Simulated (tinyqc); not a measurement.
Field-effect mobility of a thin-film transistor with band-tail and deep states (multiple trapping): one step, computed by the program tinyqc.

A thick film in accumulation at small drain voltage. Only free electrons move; trapped ones still screen the gate. N_c and mu_0 are held fixed when T changes, leaving out the T^(3/2) growth of N_c. x = E_0 - psi is the distance of the Fermi level below the band edge.

Task: Free and trapped densities. F_j(eta) = int_0^infinity x^j/(1 + exp(x - eta)) dx, without a gamma-function factor. Integrals over x = E/(k_B T) use 160 Gauss-Legendre points in u = sqrt(x) from 0 to sqrt(max(eta, 0) + 32). Free n(x) = N_c (2/sqrt(pi)) F_1/2(-x/k_B T), with F_1/2 from its two-term series in exp(-x/k_B T) for x >= 12 k_B T; tail n_t(x) = int_0^1.2eV g_t exp(-E/E_t)/(1 + exp((x - E)/k_B T)) dE, E counted down from the edge, 120 Gauss-Legendre points; space charge rho(psi) = n + n_t less its value at psi = 0.

Inputs (values chosen for the exercise, modelled on amorphous silicon): effective density of states N_c = 2.1e+20 1/cm^3; tail density at the edge g_t = 9e+21 1/(eV cm^3); tail width E_t = 49 meV; temperature T = 250 K.

Deep states: none.

Constants: k_B = 8.617333262e-05 eV/K.

Give: Local densities at x = 0.4, 0.3, 0.2, 0.15, 0.1, 0.05, 0 and -0.05 eV.

Result:

Local densities at x = 0.4, 0.3, 0.2, 0.15, 0.1, 0.05, 0 and -0.05 eV:
```
x (eV)  n (1/cm^3)  n_t (1/cm^3)  n/(n + n_t)
0.40    1.8137e+12    1.7672e+17   1.0263e-05
0.30    1.8814e+14    1.3599e+18   1.3833e-04
0.20    1.9516e+16    1.0437e+19   1.8663e-03
0.15    1.9870e+17    2.8718e+19   6.8715e-03
0.10    2.0176e+18    7.7258e+19   2.5450e-02
0.05    1.9939e+19    1.9072e+20   9.4651e-02
0.00    1.6068e+20    3.5367e+20   3.1240e-01
-0.05   6.9612e+20    4.2849e+20   6.1899e-01
```

E_t/k_B T = 2.27: deep in the tail n_t follows exp(-x/E_t), more slowly than n, so the free share grows as the Fermi level rises.
